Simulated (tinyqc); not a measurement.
From results back to parameters: buckled dimers of a reconstructed (001) surface, two dangling bonds a dimer. Two cases, with inputs chosen for the exercise.

Problem. With tp the pi coupling of the two dangling bonds, gm their shift per height and kf the force constant (elastic energy kf z^2), an isolated buckled dimer has gap 2 gm^2/kf, buckling z with (gm z)^2 + tp^2 = (gm^2/kf)^2, and charge gm z/(gm^2/kf) moved to the up atom. The values come from hidden parameters.

Find: tp; gm; kf.

Method. With x half the gap and c the charge: tp = x sqrt(1 - c^2), gm = x c/z, kf = gm^2/x.

Case 1.

gap = 1.426794 eV
z = 0.305308 angstrom
charge moved = 0.907282 e

Solution.

tp = 0.30 eV
gm = 2.12 eV/angstrom
kf = 6.3 eV/angstrom^2

Case 2.

gap = 1.253926 eV
z = 0.286286 angstrom
charge moved = 0.840187 e

Solution.

tp = 0.34 eV
gm = 1.84 eV/angstrom
kf = 5.4 eV/angstrom^2

Computed by tinyqc, one run a case: `OMP_NUM_THREADS=1 python tinyqc.py N N+1 out.jsonl` with N = 1451442, 1451443; one thread of a shared Intel(R) Xeon(R) Processor @ 2.30GHz, about 0.05 s a run at most.
